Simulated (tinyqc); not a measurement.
## Film and buried-oxide thickness from two coupling ratios

Inverse problem. In a depleted film -dVT/dVb is k1 = Cs Cbox/(Cox (Cs + Cbox)) for a front channel and k2 = Cbox (Cox + Cs)/(Cox Cs) for a back channel, with Cox = eps0 eox/tox, Cs = eps0 eps_r/ts, Cbox = 3.9 eps0/tb. Find ts and tb.

Values chosen for this exercise; band and dielectric values those of a made-up semiconductor: relative permittivity eps_r = 11.3; relative permittivity of the gate insulator (close to silicon dioxide) eox = 3.9; insulator thickness tox = 3.6 nm.

coupling ratios for a front and a back channel: 0.040432955  0.064784864

Solution. With y = Cox/Cs and z = Cox/Cbox, 1/k1 = y + z and k2 = (1 + y)/z, so y = (k2/k1 - 1)/(1 + k2); the thicknesses follow from y and z.

ts = 5.900 nm
tb = 87.00 nm

tinyqc, about 0.3 s, one thread, Intel Xeon 2.30GHz (shared host): `OMP_NUM_THREADS=1 python tinyqc.py 2190169 2190170 out.jsonl`
